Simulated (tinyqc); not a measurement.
## One gate, two gates and a surrounding gate

Below threshold the potential that source and drain add obeys Laplace's equation, vanishes on the gates and decays along the channel as exp(-k y). The same ts (depleted depth over a conducting body, body thickness or wire diameter), ti and permittivities in three geometries; k is the smallest positive root of: one gate, f(k) = eps_r sin(k ti) cos(k ts) + ei cos(k ti) sin(k ts); two gates, f(k) = ei cos(k ti) cos(k ts/2) - eps_r sin(k ti) sin(k ts/2); wire, f(k) = ei J0(u)[J1(u) Y0(v) - Y1(u) J0(v)] - eps_r J1(u)[J0(u) Y0(v) - Y0(u) J0(v)], u = k ts/2, v = u + k ti. Parabolic estimates of l: sqrt((eps_r/ei) ts ti); sqrt((eps_r/(2 ei)) ts ti (1 + ei ts/(4 eps_r ti))); sqrt([2 eps_r ts^2 ln(1 + 2 ti/ts) + ei ts^2]/(16 ei)), in the same order.

Inputs (values chosen for the exercise); permittivities: semiconductor close to that of germanium, insulator close to that of silicon dioxide:

| symbol | value | unit | meaning |
|---|---|---|---|
| eps_r | 15.9 |  | relative permittivity of the semiconductor |
| ei | 3.93 |  | relative permittivity of the insulator |
| ti | 2.1 | nm | insulator thickness |
| ts | 12.8 | nm | wire diameter |

Scale lengths (nm):
```
                                 Lambda = pi/k  l = 1/k  l(parabolic)
one gate over a conducting body         18.619   5.9265        10.428
two gates                               26.241   8.3529        8.6519
wire                                    17.209   5.4777        5.8097
```

What do the numbers show?

The wire has the shortest scale length, 0.656 times that of the double gate; the single gate over a conducting body has 0.710 times it, its layer ending directly on a conductor where the double gate has a second insulator. The parabolic estimates are 76 % above, 3.6 % above and 6.1 % above the exact l, in the order of the rows.

Program tinyqc, `OMP_NUM_THREADS=1 python tinyqc.py 2420002 2420003 out.jsonl`; Intel Xeon 2.30GHz, shared host, one thread, about 0.01 s.
